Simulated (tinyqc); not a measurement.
# AlGaN/GaN HEMT with access regions, lumped model, step by step

tinyqc, about 0.01 s, one thread, Intel Xeon 2.30GHz (shared host): `OMP_NUM_THREADS=1 python tinyqc.py 2570127 2570128 out.jsonl` Printed values are rounded.

A polarisation-induced electron sheet under a Schottky gate, in series with two ungated access regions and contacts. Drift law v = mu E/(1 + mu E/vs) under the gate. Currents in mA/mm, resistances in ohm mm. No self-heating, no channel-length modulation; fits for polarisation, barrier and offset are chosen for the exercise.

Values chosen for this exercise; values close to those of AlGaN/GaN structures:

| symbol | value | unit | meaning |
|---|---|---|---|
| x | 0.35 |  | aluminium share of the barrier |
| d | 15 | nm | barrier thickness |
| eps_r | 9.5 |  | relative permittivity of barrier and channel |
| mu | 1300 | cm^2/(V s) | channel mobility |
| vs | 1.2e7 | cm/s | saturation velocity |
| Lg | 0.15 | um | gate length |
| Ls | 1.5 | um | source access length |
| Ld | 12 | um | drain access length |
| Rc | 0.33 | ohm mm | resistance of each contact |
| ft | 0 |  | share of the drain-access electrons removed by traps |
| Vg | -1 | V | gate voltage |
| Ec | 2.6 | MV/cm | critical field |
| te | 0.49 | um | depth over which the depleted charge spreads |
| tf | 50 | nm | insulator under the field plate |
| ei | 7.5 |  | relative permittivity of that insulator |

Constants: q = 1.602176634e-19 C, eps0 = 8.8541878128e-14 F/cm where lengths are in cm. Results are converted to the units shown.

## Polarisation charge, threshold and sheet resistance

sigma = (5e13 x + 1.6e13 x^2) cm^-2, phiB = 0.84 + 1.3 x, dEc = 0.7 (1.71 x + x^2) in volts, Cb = eps0 eps_r/d, VT = phiB - dEc - q sigma/Cb, access density n0 = -Cb VT/q. Rsh = 1/(q mu n0); largest access current q n0 vs.

sigma = 1.946e13 cm^-2
Cb = 0.560765 uF/cm^2
VT = -4.76967 V
n0 = 1.66939e13 cm^-2
Rsh = 287.599 ohm
q n0 vs = 3209.60 mA/mm

## On-resistance and breakdown

sigma = (5e13 x + 1.6e13 x^2) cm^-2, phiB = 0.84 + 1.3 x, dEc = 0.7 (1.71 x + x^2) in volts, Cb = eps0 eps_r/d, VT = phiB - dEc - q sigma/Cb, access density n0 = -Cb VT/q. Ron = 2 Rc + Ls/(q mu n0) + Ld/(q mu (1 - ft) n0) + Lg/(mu Cb (Vg - VT)). Off state: a depleted stretch that holds the voltage V has the peak field sqrt(k V), k = 2 q n0/(eps0 eps_r te), so one edge holds V1 = Ec^2/k. The sheet under the plate pinches off at Vf = q n0 (1/Cb + tf/(eps0 ei)); beyond it the gate edge is screened. BV = V1 if Vf >= V1, else Vf + V1, and at most Ec Ld. Specific resistance Ron (Ls + Lg + Ld); figure of merit BV^2 over it.

Ron = 4.59717 ohm mm
Vf = 24.9083 V
V1 = 52.0854 V
BV = 76.9937 V
specific resistance = 0.627514 mohm cm^2
figure of merit = 9.44684 MW/cm^2

The plate raises BV by a factor of 1.48.
